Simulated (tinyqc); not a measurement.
Hueckel theory of the pi electrons with the omega technique, for the molecule Bc1cc(Cl)cs1 (SMILES; centres numbered as the heavy atoms are written), step by step. One step of it, computed by the program tinyqc.

Task: Energy, charges, bond orders. E = sum n x; q_r = z_r - P_rr; bond order p = P_rs; free valence = sqrt(3) - sum of p over the bonds of the atom.

final x values: 2.217310  1.951907  1.095020  0.653554  -0.656864  -1.410888  -1.850038

occupations: 2.000000  2.000000  2.000000  2.000000  0.000000  0.000000  0.000000

final P, lower triangle:
```
            1B         2C         3C         4C        5Cl        6C        7S
1B    0.120885
2C    0.348355   1.056629
3C    0.232569   0.759742   1.014615
4C   -0.083705  -0.079959   0.554729   1.049272
5Cl   0.010593   0.000391  -0.055760   0.107878   1.987676
6C   -0.200680  -0.392060   0.003918   0.790791  -0.094543  1.004081
7S    0.065783   0.371658  -0.240086  -0.198647   0.026432  0.414362  1.766842
```

Centres:
```
centre  z_r, pi electrons of the neutral centre          h
1B                                            0  -1.000000
2C                                            1   0.000000
3C                                            1   0.000000
4C                                            1   0.000000
5Cl                                           2   2.000000
6C                                            1   0.000000
7S                                            2   1.000000
```

Bonds:
```
i  j         k
1  2  0.700000
2  3         1
3  4         1
4  5  0.400000
4  6         1
6  7  0.650000
7  2  0.650000
```

Give: pi energy = 8 alpha + this times beta; pi charges; Bond orders and lengths from R = 1.517 - 0.180 p; free valence of the carbons; gap between the highest filled and the next level.

Result:

pi energy = 8 alpha + this times beta = 11.836

pi charges: 1B -0.121, 2C -0.057, 3C -0.015, 4C -0.049, 5Cl 0.012, 6C -0.004, 7S 0.233

Bond orders and lengths from R = 1.517 - 0.180 p (angstrom, C-C alone):
```
bond      p      R
1-2   0.348      -
2-3   0.760  1.380
3-4   0.555  1.417
4-5   0.108      -
4-6   0.791  1.375
6-7   0.414      -
7-2   0.372      -
```

free valence of the carbons: 2C 0.252, 3C 0.418, 4C 0.279, 6C 0.527

gap between the highest filled and the next level = 1.310 |beta|
